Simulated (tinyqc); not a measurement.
What moves the results: thin (001) film in sp3s* tight binding with raised dangling bonds. A value that a table varies takes the place of the one given here.

Planes alternate anion (a), cation (c) along [001], a/4 apart, starting with an anion; zero in-plane momentum; levels counted from the bulk Ev, the lower root of [[Epa, Vxx], [Vxx, Epc]]; no spin-orbit coupling. Block of s, pz, s*: from an anion to the cation above, Vss/2 (s,s), Vsapc/2 (s,z), -Vscpa/2 (z,s), Vxx/2 (z,z), Vxapc/2 (s*,z), -Vpaxc/2 (z,s*); to the cation below the same with the s-z and s*-z signs reversed. Block of u = (px + py)/sqrt2 and v = (px - py)/sqrt2: to the cation above (Vxx + Vxy)/2 for u and (Vxx - Vxy)/2 for v, to the cation below the reverse. Each surface atom has two dangling sp3 hybrids; raising both by dl adds (dl/2) [[1, t], [t, 1]] to its s, pz levels (t = -1 at the bottom face, +1 at the top) and dl to the one of u, v in whose plane the missing bonds lie (v for a bottom anion or a top cation, u for a top anion).

Parameters, chosen for this exercise (near a published set for Si, fitted to gaps, whose masses and valley positions are rough; the results hold for these values, not for the real material):

| symbol | value | unit | meaning |
|---|---|---|---|
| p | (-4.167, 1.716, -4.167, 1.716, 6.719, 6.719, -8.266, 1.711, 4.567, 5.705, 5.705, 5.357, 5.357) | eV | order Esa, Epa, Esc, Epc, Exa, Exc, Vss, Vxx, Vxy, Vsapc, Vscpa, Vxapc, Vpaxc |
| Nw | 27 |  | planes in the thicker film |
| a | 5.432 | angstrom | lattice constant |
| dp | 30 | eV | value of dl for the passivated films |
| Ns | (6, 7, 14, 15, 23, 35, 47, 66) |  | numbers of planes |
| N0 | 27 |  | first number of planes |

## States in the gap of a film

edges (eV): Gamma 3.42200, Delta 1.18755

Levels between 0 and the lower bulk edge, the largest weight on the two outer planes of both faces among them, and the nearest levels outside, for several shifts dl.

Film of Nw planes:

| dl (eV) | levels in the gap | at (eV) | surface weight | next above (eV) | next below (eV) |
|---|---|---|---|---|---|
| 0 | 2 | 0.277, 0.298 | 0.71 | 1.2217 | -0.0645 |
| 1 | 2 | 0.750, 0.754 | 0.81 | 1.2220 | -0.0628 |
| 2 | 1 | 1.180 | 0.36 | 1.1950 | -0.0617 |
| 3 | 0 | - | - | 1.2179 | -0.0611 |
| 5 | 0 | - | - | 1.2211 | -0.0602 |
| 10 | 0 | - | - | 1.2212 | -0.0593 |
| 30 | 0 | - | - | 1.2213 | -0.0584 |
| 100 | 0 | - | - | 1.2213 | -0.0580 |

Can the levels of the bare film be read as confined subbands?

No: with bare surfaces (dl = 0) 2 levels lie in the bulk gap, with up to 71 % of the weight on the four outer planes, two a face, where an even spread gives 15 %; these are dangling-bond states, not subbands. The reruns show the bulk gap clear from dl = 3 eV on, and at dl = 30 eV the next level above lies 0.0 meV from its value at 100 eV.

## Gap against thickness

Passivated films (finite dp, so levels can still be some meV from their limit), thickness N a/4. Highest level below mid-gap (either block) and the two lowest above it. The exponents are -d ln(shift)/d ln N between the sixth and the last film, for the valence level and for the mean of the two conduction levels.

Levels (eV):

| N | thickness (angstrom) | Ev1 | Ec1 | Ec2 | gap |
|---|---|---|---|---|---|
| 6 | 8.15 | -0.5089 | 1.6425 | 1.8291 | 2.1514 |
| 7 | 9.51 | -0.5205 | 1.5952 | 1.6098 | 2.1156 |
| 14 | 19.01 | -0.1594 | 1.2987 | 1.3194 | 1.4581 |
| 15 | 20.37 | -0.1619 | 1.2908 | 1.2972 | 1.4527 |
| 23 | 31.23 | -0.0777 | 1.2335 | 1.2365 | 1.3112 |
| 35 | 47.53 | -0.0363 | 1.2083 | 1.2091 | 1.2446 |
| 47 | 63.83 | -0.0210 | 1.1991 | 1.1997 | 1.2201 |
| 66 | 89.63 | -0.0106 | 1.1935 | 1.1938 | 1.2041 |

exponents: valence 1.94, conduction 1.96

The gap is 2.151 eV at 8.1 angstrom and 1.204 eV at 89.6, against 1.188 eV in the bulk along this line. At 15 planes the conduction side gives 103 meV of the widening and the valence side 162 meV. A hard-walled parabolic band has exponent 2; departures come from the offset between N a/4 and the effective width, from non-parabolicity and from the termination (odd and even N end differently: in the direction of the bond rows at the two faces and, in a compound, in the kind of atom), which also makes single steps in N uneven. Ec1 and Ec2 are the doublet of the two Delta valleys along the normal.

## Valley splitting plane by plane

kz of the minimum = 0.73078 2 pi/a

Ten passivated films from N0 planes on; the phase is N pi k0/2 modulo pi, k0 the position of the bulk minimum.

Lowest doublet:

| N | phase/pi | mean shift (meV) | splitting (meV) |
|---|---|---|---|
| 27 | 0.865 | 34.91 | 2.313 |
| 28 | 0.231 | 32.56 | 2.665 |
| 29 | 0.596 | 30.39 | 0.097 |
| 30 | 0.962 | 28.50 | 2.110 |
| 31 | 0.327 | 26.74 | 1.656 |
| 32 | 0.692 | 25.13 | 0.508 |
| 33 | 0.058 | 23.70 | 1.763 |
| 34 | 0.423 | 22.35 | 0.901 |
| 35 | 0.789 | 21.12 | 0.804 |
| 36 | 0.154 | 20.01 | 1.372 |

The splitting ranges from 0.10 meV (N = 29) to 2.67 meV (N = 28), while the mean shift goes from 35 to 20 meV and falls steadily. The splitting changes direction 6 times in these ten films, and one plane more changes it by up to 2.57 meV: it hangs on the phase between the two faces, which is why atomic steps matter.

## What each change does

A film of Nw planes with shift dp: highest level below mid-gap (half the lower bulk edge) and the two lowest above. Each row changes one parameter from the base and keeps the others.

Results:

| case | Ev1 (eV) | Ec1 (eV) | Ec2 (eV) |
|---|---|---|---|
| base | -0.0584 | 1.2213 | 1.2236 |
| Nw = 28 | -0.0508 | 1.2188 | 1.2214 |
| dp = 15 eV | -0.0589 | 1.2213 | 1.2234 |

The largest shifts from the base row, up to three for each result and ties (the steps differ in size, so this ranks the rows, not the parameters). Ev1 (eV): Nw +0.0076, dp -0.0005. Ec1 (eV): Nw -0.0025; unchanged at the printed digits by dp. Ec2 (eV): Nw -0.0022, dp -0.0003. An odd change of Nw also changes which atoms end the film, so levels need not move as thickness alone would move them; the row for dp shows how far the passivation is from converged.

Computed by tinyqc, a small Python program: `OMP_NUM_THREADS=1 python tinyqc.py 1451834 1451835 out.jsonl` (the numbers bound the seed that draws the inputs); one thread of a shared host (Intel(R) Xeon(R) Processor @ 2.30GHz), about 0.4 s for the whole set of steps.
